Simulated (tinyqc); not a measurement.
Changing the recovery time t_r: bias-temperature instability from a Gaussian distribution of capture and emission barriers. Computed by tinyqc, a small Python program. Command: `OMP_NUM_THREADS=1 python tinyqc.py 3024499 3024500 out.jsonl bti sweep`. One thread of a shared host (Intel(R) Xeon(R) Processor @ 2.30GHz), about 0.02 s of CPU time with the checks.

Each trap has a capture time tau_0 exp(E_c/(k_B T)) under stress and an emission time tau_0 exp(E_e/(k_B T)) after it. E_c is Gaussian, and E_e = E_c + d with d Gaussian and independent. A trap counts as filled once t_s exceeds its capture time and as emptied once t_r exceeds its emission time.

Inputs (values chosen for the exercise, for a model p-channel transistor):
```
quantity                                       value        unit
shift with all traps filled V_max                390          mV
mean capture barrier at zero field mu_c         1.82          eV
spread of capture barriers sigma_c              0.29          eV
lowering of mu_c per field k_F                 0.054  eV/(MV/cm)
oxide field F                                    5.8       MV/cm
mean of E_e - E_c at the stress field, delta  -0.088          eV
spread of E_e - E_c, sigma_d                    0.24          eV
time constant tau_0                            1e-09           s
temperature T                                    105           C
stress time t_s                                 5000           s
```

Constants: k_B = 8.617333262e-05 eV/K.

Method:
- Demarcation energies E_s = k_B T ln(t_s/tau_0), E_r = k_B T ln(t_r/tau_0); mean barrier mu = mu_c - k_F F; z = (E_s - mu)/sigma_c; Phi is the standard normal distribution.
- Temperatures in kelvin are T(C) + 273.15.
- Shift without recovery dV0 = V_max Phi(z); local time exponent n = d ln dV0/d ln t_s = (k_B T/sigma_c) exp(-z^2/2)/(sqrt(2 pi) Phi(z)); apparent activation energy n E_s.
- Remaining shift dV = V_max int_(-infinity)^(E_s) g(E_c) [1 - Phi((E_r - E_c - delta)/sigma_d)] dE_c, g the Gaussian density of E_c (Gauss-Legendre, 120 points over 7 sigma_c below E_s).

One run for each value:
```
recovery time t_r (s)  remaining shift dV (mV)  remaining share dV/dV0  E_r (eV)
1.00e-07                                10.808                 0.98783    0.1501
1.00e-05                                10.471                 0.95702    0.3001
1.00e-03                                 9.609                 0.87826    0.4502
1.00e-01                                 7.947                 0.72636    0.6003
1.00e+01                                 5.585                 0.51045    0.7503
1.00e+03                                 3.155                 0.28834    0.9004
1.00e+05                                 1.369                 0.12515    1.0505
```

What does the table show, and why?

Over the rows, remaining shift dV (mV) falls from 10.8 to 1.37 (exponent d ln y / d ln x -0.0069 between the first rows and -0.18 between the last); remaining share dV/dV0 falls from 0.988 to 0.125 (exponent d ln y / d ln x -0.0069 between the first rows and -0.18 between the last); E_r (eV) rises from 0.150 to 1.05 (exponent d ln y / d ln x 0.15 between the first rows and 0.033 between the last). Each decade of t_r moves E_r by k_B T ln 10 through a broad distribution, so recovery spreads over many decades.
